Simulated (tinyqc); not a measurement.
## Coupling ratio and rate constant from the late transient

Question. Long after the knee a floating-gate cell follows U = Vg - (tox/ag) B/ln(K t). Find K and ag.

Values chosen for this exercise: tunnel oxide thickness tox = 7.1 nm; control-gate voltage Vg = 11.9 V.

U at t = 0.0002 and 0.02 s (V): 1.8406126  3.4266229
B = 24.749575 V/nm

Solution. 1/(Vg - U) is linear in ln t; the ratio of the two values gives ln(K t_a), and either value gives ag.

K = 2.422e14 1/s
ag = 0.7100

Computed by the program tinyqc: `OMP_NUM_THREADS=1 python tinyqc.py 2130094 2130095 out.jsonl`, one thread of a shared Intel Xeon 2.30GHz, about 0.01 s for the whole run.
